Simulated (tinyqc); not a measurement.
From results to parameters: two-site tight-binding chain. Computed by the program tinyqc.

Problem. A two-site chain has site energies +delta (A) and -delta (B) and hoppings t1 > t2 > 0, so E = +/- sqrt(delta^2 + |t1 + t2 exp(-ika)|^2). Find delta, t1 and t2.

upper band at k = 0 = 4.096682 eV
upper band at the zone edge = 1.856017 eV
weight of the upper band on site A at the zone edge = 0.898703

Solution. The weight on A is (1 + delta/E)/2, which gives delta; then t1 + t2 = sqrt(E(0)^2 - delta^2) and t1 - t2 = sqrt(E(edge)^2 - delta^2).

delta, t1, t2 (eV): 1.480  2.470  1.350
